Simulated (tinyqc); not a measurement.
From results back to parameters: Koster-Slater impurity in an sp3s* host.

Problem. In the Koster-Slater model a defect shifts the s level of its site by Vs and the p levels by Vp; an A1 level solves 1/Vs = G_s(E) and a T2 level 1/Vp = G_p(E), E from the top of the valence band. A defect has an A1 level at E = 0.1429 eV, one of the energies of the table, and a T2 level at 1.0000 eV.

G(E) of the host (1/eV):
```
E (eV)         G_s         G_p
0.0000  -0.0728811   0.1002400
0.1429  -0.0854871   0.0622450
0.2857  -0.0999012   0.0353403
0.4286  -0.1168101   0.0113785
0.5714  -0.1372632  -0.0122527
0.7143  -0.1630328  -0.0375900
0.8571  -0.1975487  -0.0675067
1.0000  -0.2493348  -0.1086058
1.1429  -0.3717324  -0.2044494
```

Find: Vs, Vp.

Solution. Read G_s and G_p at the two energies and invert them. Vs is attractive and pulls its level down from the conduction bands. Vp is attractive and pulls its level down from the conduction bands.

Vs, Vp (eV): -11.7  -9.2

tinyqc: `OMP_NUM_THREADS=1 python tinyqc.py 1451419 1451420 out.jsonl`; about 0.04 s, one thread, shared Intel(R) Xeon(R) Processor @ 2.30GHz.
